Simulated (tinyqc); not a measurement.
# Worked calculation: rectangular fin or nanosheet with a gate all round, subbands and threshold shift from confinement

Program tinyqc, `OMP_NUM_THREADS=1 python tinyqc.py 2350158 2350159 out.jsonl`; Intel Xeon 2.30GHz, shared host, one thread, about 0.3 s. Printed values are rounded.

Undoped body with a flat potential across it, hard walls, transport along x. Three valley pairs (g = 2 each) with the longitudinal mass along x, y or z. Non-parabolicity enters the subband edges through E (1 + al E) = gamma, so E = 2 gamma/(1 + sqrt(1 + 4 al gamma)); motion within a subband is taken as parabolic with the band-edge mass. Energies are counted from the bulk band edge.

Inputs (values chosen for the exercise); masses close to those of silicon:
```
symbol  value  unit                                                meaning
T         300     K                                            temperature
ml      0.908    m0                                      longitudinal mass
mt      0.193    m0                                        transverse mass
al        0.5  1/eV                                       non-parabolicity
t         3.5    nm                                        width (along y)
dl        0.3    nm  widening of the box by penetration into the insulator
H          14    nm                                       height (along z)
```

Constants: q = 1.602176634e-19 C, kB = 1.380649e-23 J/K, hbar = 1.054571817e-34 J s, m0 = 9.1093837015e-31 kg, Vt = kB T/q, hbar^2/(2 m0) = 0.0380998212 eV nm^2. Results are converted to the units shown.

## Lowest subbands

gamma = C pi^2 [a^2/(my (t + dl)^2) + b^2/(mz (H + dl)^2)], C = hbar^2/(2 m0). List the 7 lowest, labelled by valley axis and quantum numbers, with degeneracy g and N_k: N_k = g sqrt(2 mx m0 kB T/(pi hbar^2)).

```
subband,E_k (eV),g,N_k (cm^-1)
"y1,1",0.03750391,2,4.083375e6
"y1,2",0.06469773,2,4.083375e6
"y1,3",0.1085393,2,4.083375e6
"y2,1",0.1173588,2,4.083375e6
"z1,1",0.1286735,2,4.083375e6
"z1,2",0.1340437,2,4.083375e6
"x1,1",0.1353014,2,8.856938e6
```

## Threshold shift

Each subband has N_k = g sqrt(2 mx m0 kB T/(pi hbar^2)); without degeneracy n = exp(EF/Vt) sum N_k exp(-E_k/Vt). Classical value Nc times t H, Nc = sum over valleys of 2 g (m m0 kB T/(2 pi hbar^2))^1.5 with m = (mx my mz)^(1/3). Threshold shift dVT = Vt ln(classical value/sum N_k exp(-E_k/Vt)). Use the subbands listed.

```
subband,shares (%)
"y1,1",64.03920
"y1,2",22.36711
"y1,3",4.10302
"y2,1",2.91705
"z1,1",1.88306
"z1,2",1.52985
"x1,1",3.16071
```

sum N_k exp(-E_k/Vt) = 1.494636e6 cm^-1
Nc = 2.769003e19 cm^-3
classical value = 1.356812e7 cm^-1
dVT = 57.02538 mV

With all subbands dVT = 55.58 mV. The lowest edge lies at 37.5 meV; dVT is larger than that, since sum N_k exp(-(E_k - E_1)/Vt) falls short of the classical value.
